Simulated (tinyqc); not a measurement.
Switching kinetics of a ferroelectric film and the memory window of a ferroelectric gate stack: one step, computed by the program tinyqc. Command: `OMP_NUM_THREADS=1 python tinyqc.py 3012707 3012708 out.jsonl feswitch walk`. One thread of a shared host (Intel(R) Xeon(R) Processor @ 2.30GHz), about 0.01 s of CPU time with the checks.

Fields in MV/cm; 1 microcoulomb/cm^2 over eps_0 is 11.29409 MV/cm. In the stack (metal, ferroelectric, interlayer, channel) the channel is taken as a conductor.

Task: Switched share after the pulse. Merz's law: t1 = t_inf exp[(E_a/E)^alpha] at the mean of the fields before and after switching. NLS: switched share = integral of [1 - exp(-(t/tau)^n)] F(z) dz over z = log10 tau, with the Lorentzian F = (1/pi) w/[(z - log10 t1)^2 + w^2].

Inputs (values chosen for the exercise, for a model film): coercive field E_c = 0.97 MV/cm; time constant t_inf = 3.9e-10 s; activation field E_a = 7.1 MV/cm; Merz exponent alpha = 1; dimension n = 2; half width w of log10 t = 0.28; pulse length t_p = 1.4e-07 s; breakdown field of the interlayer = 12 MV/cm.

Kinetics: nucleation-limited (NLS).

E_F before switching = 2.439232 MV/cm

E_F after switching = 0.4094484 MV/cm

Give: mean field; switching time t1; switched share.

Result:

mean field = 1.4243 MV/cm

switching time t1 = 5.7006e-08 s

switched share = 0.81368

t_p is 2.5 t1. A field higher by 10 % would shorten t1 by a factor 1.6. The step approximation 1/2 + arctan[log10(t_p/t1)/w]/pi gives 0.802. Caution: the interlayer field exceeds its breakdown field, so charge injection would change the fields. Caution: E_F after switching lies below E_c, so switching stalls before P_s and that state is not reached. Caution: the field changes much during switching, so one mean field is a crude stand-in.
